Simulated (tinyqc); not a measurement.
Small-signal admittance of a forward-biased p+-n diode: one step of the calculation.

Holes injected into a neutral base of width wb with an ohmic contact at its end; low injection, p0 far above the equilibrium density. A small voltage v exp(i w t), w = 2 pi f, modulates the edge density by p0 v/Vt, and the small-signal density obeys Dp d2p/dx2 = (1/tau + i w) p.

Question. Closed-form admittance. L = sqrt(Dp tau); direct current J = (q Dp p0/L) coth(wb/L); k = sqrt(1 + i w tau)/L; diffusion admittance Y = (q Dp p0/Vt) k coth(k wb) = G + i w C_diff; junction capacitance C_j = sqrt(q eps0 eps_r Nd/(2 Vr)) in the depletion approximation, with the remaining barrier Vr = Vt ln(Na/p0), a rough value under forward bias; base-width modulation is left out.

Inputs (values chosen for the exercise); permittivity close to that of silicon:
- T = 300 K (temperature)
- eps_r = 11.7 (relative permittivity)
- Nd = 1.1e17 cm^-3 (donor density of the base)
- Dp = 6.1 cm^2/s (hole diffusion coefficient)
- tau = 7e-8 s (hole lifetime)
- wb = 21 um (width of the neutral base)
- p0 = 1.3e15 cm^-3 (excess hole density at the junction edge)
- Na = 4e19 cm^-3 (acceptor density of the p+ side)
- f = 1.4e5 Hz (signal frequency)

Constants: q = 1.602176634e-19 C, kB = 1.380649e-23 J/K, Vt = kB T/q, eps0 = 8.8541878128e-14 F/cm where lengths are in cm. Results are converted to the units shown.

Find: L; J; k wb; Y; C_diff; C_j.

Answer.

L = 6.5345 um
J = 1.9506 A/cm^2
k wb = 3.2152+0.0989i
Y = 75.485+2.274i S/cm^2
C_diff = 2.5851 uF/cm^2
C_j = 0.18485 uF/cm^2

G is 1.00 times its low-frequency value J/Vt, and C_diff is 14.0 times C_j.

Program tinyqc, `OMP_NUM_THREADS=1 python tinyqc.py 2890162 2890163 out.jsonl`; Intel Xeon 2.30GHz, shared host, one thread, about 0.01 s.
